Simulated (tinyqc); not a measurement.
Strain-driven crossing of the Gamma and L valleys in a germanium-like crystal alloyed with tin, step by step. Values are carried at full precision from step to step, so a last printed digit may differ when a step is redone from the rounded ones.

With tin the unstrained gaps become E(y) = (1 - y) E + y EgS - CS y (1 - y); all other values are kept.
Constants: kB = 8.617333262e-05 eV/K; hc = 1239.841984 eV nm.

Values chosen for the exercise (near those of Ge, gaps at low temperature; not measured data):
- Eg = 0.904 eV (gap at Gamma to the s-like level)
- EgL = 0.732 eV (gap to L)
- EgS = (-0.372, 0.078) eV (Gamma and L gaps of the tin end)
- CS = (2.37, 0.93) eV (bowing of the Gamma and L gaps)
- y = 0.011 (tin fraction)
- C11 = 130.5 GPa
- C12 = 48.2 GPa
- C44 = 67.4 GPa
- load = uniaxial [100] (kind of strain)
- e0 = 0.0121 (size of the strain)
- Dso = 0.293 eV (spin-orbit splitting)
- ac = -8.13 eV (conduction deformation potential)
- av = 1.24 eV (valence hydrostatic potential)
- b = -2.52 eV (tetragonal shear potential)
- d = -5.26 eV (trigonal shear potential)
- aL = -1.46 eV (hydrostatic potential of the L edge, Xd + Xu/3)
- XuL = 16.3 eV (uniaxial potential, L)
- mG = 0.0417 m0 (mass at Gamma)
- mL = 0.555 m0 (density-of-states mass of the four L valleys together)
- T = 300 K (temperature)

## Gaps of the unstrained alloy

Give both gaps, their difference, and the y at which they cross (the root of a quadratic between 0 and 0.3).

Gamma and L gaps (eV): 0.8642  0.7147

Gamma - L = 0.1495 eV
crossing y = 0.0889

Without strain the alloy is indirect.

## The strain tensor for a uniaxial [100] load

Biaxial loads: e0 is the in-plane strain e_par and the normal is free. (001): e_perp = -2 (C12/C11) e_par; exx = eyy = e_par, ezz = e_perp, no shear. (111): e_perp = -(2 C11 + 4 C12 - 4 C44)/(C11 + 2 C12 + 4 C44) e_par; exx = eyy = ezz = (2 e_par + e_perp)/3 and exy = eyz = ezx = (e_perp - e_par)/3. (110): e_perp = -(C11 + 3 C12 - 2 C44)/(C11 + C12 + 2 C44) e_par; exx = eyy = (e_par + e_perp)/2, ezz = e_par, exy = (e_perp - e_par)/2, eyz = ezx = 0. Uniaxial loads: a stress along n, scaled so that n.e.n = e0, with exx = s11 sxx + s12 (syy + szz), exy = s44 sxy/2, s11 = (C11 + C12)/((C11 - C12)(C11 + 2 C12)), s12 = -C12/((C11 - C12)(C11 + 2 C12)), s44 = 1/C44.

Form the tensor and its trace.

strain tensor in the cubic axes:
```
          x          y          z
x  0.012100   0.000000   0.000000
y  0.000000  -0.003264   0.000000
z  0.000000   0.000000  -0.003264
```

tr(e) = 0.005573

## Band edges

Edges from the unstrained valence top: Gamma at Eg + ac tr(e); an L valley with unit axis u at EgL + aL tr(e) + XuL (u.e.u - tr(e)/3), u along [111], [1-1-1], [-11-1], [-1-11]; valence edges are the levels of the 6 x 6 matrix of X, Y, Z times spin with -Dso/3 + l exx + m (eyy + ezz) on the diagonal (cyclic), n exy off it, l = av + 2 b, m = av - b, n = sqrt(3) d. Spin-orbit term (Dso/3) L.sigma on X, Y, Z with (L_k)_ij = -i epsilon_kij: <X+|H|Y+> = -i Dso/3, <X+|H|Z-> = Dso/3, <Y+|H|Z-> = -i Dso/3, <Z+|H|X-> = -Dso/3, <Z+|H|Y-> = i Dso/3, <X-|H|Y-> = i Dso/3, and their conjugates; + and - are the spin along z.

Give the edges and the direct and indirect gaps from the top valence edge.

Gamma edge = 0.8189 eV

L edges (eV): [111] 0.7066, [1-1-1] 0.7066, [-11-1] 0.7066, [-1-11] 0.7066

valence edges from the top (eV): 0.0456  -0.0205  -0.2974

direct and indirect gap (eV): 0.7732  0.6609

The gap is indirect: Gamma lies 112 meV above the lowest L valley. The top two valence edges are 66 meV apart.

## Electrons in the Gamma valley

Non-degenerate, parabolic: share = mG^(3/2)/(mG^(3/2) + (mL^(3/2)/4) sum_i exp(-(E_Li - E_Gamma)/kT)). Also the offset at which four equal L valleys hold half of the electrons, kT ln((mL/mG)^(3/2)), and the wavelength hc/E of the direct gap.

(mL/mG)^(3/2) = 48.56
share in Gamma = 0.0267 %
offset for an even split = 100.4 meV
wavelength = 1603 nm

With the L valleys as they lie here, Gamma must be 100 meV below the lowest of them to hold half of the electrons at 300 K; it lies 112 meV above. A direct gap alone is not enough.

## Checks

- Gamma and lowest L edge at e0 = 0.04867, where the linear shifts make them meet (eV): both 0.6820.

(tinyqc, `OMP_NUM_THREADS=1 python tinyqc.py 1051446 1051447 out.jsonl`, Intel(R) Xeon(R) Processor @ 2.30GHz, 1 thread, shared host, about 0.01 s.)
